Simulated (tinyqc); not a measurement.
Coherent potential approximation for a binary alloy with a semi-elliptic band: one step. Densities on A and B, and the lifetime.

Site levels eA = -x d (share 1 - x) and eB = (1 - x) d (share x), so that their mean, the virtual crystal, is 0. Pure band: G0(z) = 2 (z - sqrt(z - W) sqrt(z + W))/W^2 with principal roots, density -Im G/pi per site. The medium has a self-energy S(z), G = G0(z - S), z = E + i eta. t_i = (e_i - S)/(1 - (e_i - S) G); the CPA demands <t> = (1 - x) tA + x tB = 0. Iteration: start at S = 0, set S(new) = S + <t>/(1 + <t> G), stop when |<t>| < 1e-9 eV.

Constants: hbar = 6.58211957e-16 eV s.

Parameters, chosen for this exercise: x = 0.48 (fraction of B); d = 1.48 eV (eB - eA).

eA, eB (eV): [-0.710400, 0.769600]

S = -0.2165023-0.2568244i eV
G = -0.2711756-0.5264153i 1/eV

Task: G_i = G/(1 - (e_i - S) G); densities -Im G_i/pi; their weighted sum must be -Im G/pi. Lifetime hbar/(2 |Im S|), which has a meaning only while |Im S| is small against W. Weak-scattering value of S: x (1 - x) d^2 G.

Give: densities; lifetime; weak-scattering S.

Result:

densities (1/eV): on A 0.2435, on B 0.0853, weighted sum 0.1676, medium 0.1676

lifetime = 1.28 fs
weak-scattering S = -0.1483-0.2878i eV

An A site carries the larger density here, by a factor 2.86; the weak-scattering value is 22 % from S.

Computed by tinyqc, a small Python program: `OMP_NUM_THREADS=1 python tinyqc.py 1450488 1450489 out.jsonl` (the numbers bound the seed that draws the inputs); one thread of a shared host (Intel(R) Xeon(R) Processor @ 2.30GHz), about 0.01 s for the whole set of steps.
